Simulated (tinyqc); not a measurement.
On-chip interconnect, size-dependent resistivity and RC delay: two steps of the calculation.

A rectangular line between two neighbours and two ground planes. Surface and grain-boundary scattering are added to the bulk resistivity as corrections; capacitances are parallel-plate values without fringing; inductance is ignored.

Inputs (values chosen for the exercise); metal values close to those of cobalt:
- rho0 = 6.18 uohm cm (bulk resistivity)
- lam = 12.1 nm (bulk mean free path)
- ps = 0.1 (specular share of surface scattering)
- Rg = 0.31 (reflection coefficient of grain boundaries)
- gr = 1 (grain size over the metal width)
- wd = 79 nm (drawn line width)
- AR = 2 (aspect ratio, height over width)
- tl = 0.5 nm (liner on both walls and the bottom, not conducting)
- sp = 79 nm (space to the neighbouring lines)
- hd = 120 nm (dielectric height to the planes above and below)
- ek = 3.9 (relative permittivity of the dielectric)
- Mf = 2 (Miller factor of the neighbours)
- Rd = 490 ohm (driver resistance)
- dt = 5 ps (time step)

Constants: eps0 = 8.8541878128e-12 F/m. Results are converted to the units shown.

Task 1. Resistivity, resistance and capacitance per length. Metal width x = wd - 2 tl, height y = AR wd - tl; grain boundaries (Mayadas-Shatzkes): al = (lam/(gr x)) Rg/(1 - Rg), g = 1/[1 - 3 al/2 + 3 al^2 - 3 al^3 ln(1 + 1/al)] - 1; surfaces (Fuchs-Sondheimer, thick limit): s = (3/8) lam (1 - ps)(1/x + 1/y); rho = rho0 (1 + g + s); r = rho/(x y); c = eps0 ek (2 wd/hd + 2 Mf AR wd/sp).

Give: x; y; al; g; s; rho; r; c.

Result 1.

x = 78.000 nm
y = 157.50 nm
al = 0.069695
g = 0.10223
s = 0.078284
rho = 7.2955 uohm cm
r = 5.9386 ohm/um
c = 0.32172 fF/um

Task 2. Node voltages after a time step. A 1 V step is applied behind Rd at t = 0. C dv/dt = -G v + b, with G the conductance matrix of the ladder (1/Rs between neighbours, 1/Rd added at node 0) and b = (1 V/Rd, 0, ...). Backward Euler step: (C/dt + G) v(new) = (C/dt) v + b.

Rs = 61.365349 ohm

```
node     C (fF)  v at t = 0 (V)
0     1.6622041               0
1     3.3244081               0
2     3.3244081               0
3     3.3244081               0
4     3.3244081               0
5     3.3244081               0
6     3.1622041               0
```

Give: v at t = 1 dt.

Result 2.

v at t = 1 dt, node 0 to 6 (V): 0.41714  0.35265  0.30256  0.26480  0.23786  0.22061  0.21237

Program tinyqc, `OMP_NUM_THREADS=1 python tinyqc.py 2100037 2100038 out.jsonl`; Intel Xeon 2.30GHz, shared host, one thread, about 0.01 s.
